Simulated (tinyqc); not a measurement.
Etch lag against aspect ratio: ion-assisted plasma etching: sheath, surface coverage, synergy and aspect-ratio dependence. Computed by tinyqc, a small Python program. Command: `OMP_NUM_THREADS=1 python tinyqc.py 3008857 3008858 out.jsonl etch walk`. One thread of a shared host (Intel(R) Xeon(R) Processor @ 2.30GHz), about 0.06 s of CPU time with the checks.

Radicals adsorb on bare sites; ions remove covered sites with a high yield and bare sites by sputtering; a slow spontaneous reaction acts everywhere, walls included.

Inputs (values chosen for the exercise, close to those used for silicon in a halogen plasma):
```
quantity                                value       unit
plasma density n_e                      3e+10     1/cm^3
electron temperature T_e                  3.4         eV
ion mass M_i                             35.5          u
sheath voltage V                          730          V
radical density n                     1.1e+13     1/cm^3
radical mass M_n                         35.5          u
gas temperature T_g                       300          K
sticking coefficient s                   0.41          -
radicals per removed unit x                 3          -
yield slope b                             0.3  eV^(-1/2)
threshold E_th                             16         eV
sputter slope b_p                       0.021  eV^(-1/2)
sputter threshold E_p                      36         eV
spontaneous reaction probability k_c   0.0002          -
solid density N                         5e+22     1/cm^3
ion temperature T_i                      0.45         eV
```

Feature: round hole.

Constants: e = 1.602176634e-19 C; u = 1.6605390666e-27 kg; k_B = 1.380649e-23 J/K; eps_0 = 8.8541878128e-12 F/m.

Method:
- Bohm speed u_B = sqrt(e T_e/M_i); ion flux G_i = 0.61 n_e u_B; radical flux G_n = n c/4 with c = sqrt(8 k_B T_g/(pi M_n)).
- Debye length lambda_D = sqrt(eps_0 T_e/(e n_s)) with n_s = 0.61 n_e, T_e in volts; Child-law sheath d = (sqrt2/3) lambda_D (2 V/T_e)^(3/4); ion energy E = V + T_e/2; angular spread = arctan(sqrt(T_i/E)).
- Yields: Y = b (sqrt(E) - sqrt(E_th)) on covered sites, Y_p = b_p (sqrt(E) - sqrt(E_p)) on bare ones (zero below threshold).
- Steady coverage: s G_n (1 - theta) = x Y G_i theta; removal flux = Y G_i theta + Y_p G_i (1 - theta) + k_c G_n; rate = flux/N, 1 cm/s = 6e8 nm/min.
- Lateral rate = k_c G_n/N; anisotropy = 1 - lateral/vertical; synergy = vertical/(ions alone + radicals alone), with ions alone Y_p G_i/N and radicals alone the lateral rate.
- Transmission of a round hole: K = 1/(1 + 3A/4), walls that scatter diffusely without loss. With a loss probability S = s (1 - theta) at the floor, G_b/G_n = K/(K + S - K S); theta follows G_b, and the two are solved together. Ions are taken to reach the floor unshadowed; G_b replaces G_n in every term of the rate; A is depth over diameter.

yield Y = 6.91499

sputter yield Y_p = 0.442049

ion flux G_i = 5.56297e+15 1/(cm^2 s)

radical flux G_n = 1.16323e+17 1/(cm^2 s)

vertical rate = 156.145 nm/min

coverage theta = 0.292420

Floor of the feature:
```
A            K  G_b/G_n    theta  rate (nm/min)  relative rate
0.5    0.72727  0.89920  0.27093         146.83        0.94035
1.0    0.57143  0.81289  0.25146         138.40        0.88633
2.0    0.40000  0.67530  0.21819         123.98        0.79400
5.0    0.21053  0.43410  0.15211          95.36        0.61070
10.0   0.11765  0.26516  0.09876          72.26        0.46276
20.0   0.06250  0.14711  0.05731          54.32        0.34785
50.0   0.02597  0.06255  0.02520          40.41        0.25883
100.0  0.01316  0.03190  0.01301          35.14        0.22505
```

K falls by a factor 55.3 over the rows and the rate by 4.18. Among these rows the rate stays within 10 % of the open-field value up to A = 0.5, with an open-field coverage below one half; sputtering, which needs no radicals, carries much of the rate in the last rows. Caution: a sheath of several millimetres is collisional at usual pressures, which lowers the ion energy and widens the angles. Caution: rows with A above about 1/(2 tan(ion spread)) or 1/sqrt(k_c), often 10 to 30, are formal: ion shadowing, radical loss on the walls, redeposition of sputtered material and, in fluorocarbon plasmas, polymer growth are left out and add to the lag.
